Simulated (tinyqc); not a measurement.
Decay of LO phonons and the hot-phonon bottleneck in the cooling of electrons: one step, computed by the program tinyqc.

n(E, T) = 1/(exp(E/(k_B T)) - 1) is the Bose occupation. Electrons have a temperature T_e; the LO modes within their reach share one occupation N; the decay products stay at the lattice temperature.

Task: Spontaneous emission time. Froehlich coupling alpha = (e^2/(4 pi eps_0)) (1/eps_inf - 1/eps_s) k_0/(2 hbar omega), k_0 = sqrt(m* hbar omega/(hbar^2/(2 m_0))); emission time tau_sp = hbar/(2 alpha hbar omega); bottleneck ratio r = (n/N_m) tau/tau_sp.

Inputs (values chosen for the exercise, modelled on indium phosphide): LO energy hbar omega = 43.8 meV; lattice temperature T = 300 K; electron mass m* = 0.0816 m_0; eps_inf = 9.33; static dielectric constant eps_s = 12.3; electron density n = 2.9e+17 1/cm^3; density of LO modes that the electrons reach, N_m = 9.8e+18 1/cm^3.

Decay channel: two equal phonons plus a three-phonon channel.

phonon lifetime tau = 4.215472 ps

Constants: e^2/(4 pi eps_0) = 14.39964548 eV angstrom; hbar^2/(2 m_0) = 3.80998212 eV angstrom^2; hbar = 6.582119569e-16 eV s.

Give: alpha; emission time tau_sp; bottleneck ratio r.

Result:

alpha = 0.13030

emission time tau_sp = 57.667 fs

bottleneck ratio r = 2.1632

r compares the rate at which electrons exchange quanta with a mode to its decay rate. Exchange outruns decay, so a hot population builds up if the power is high enough.
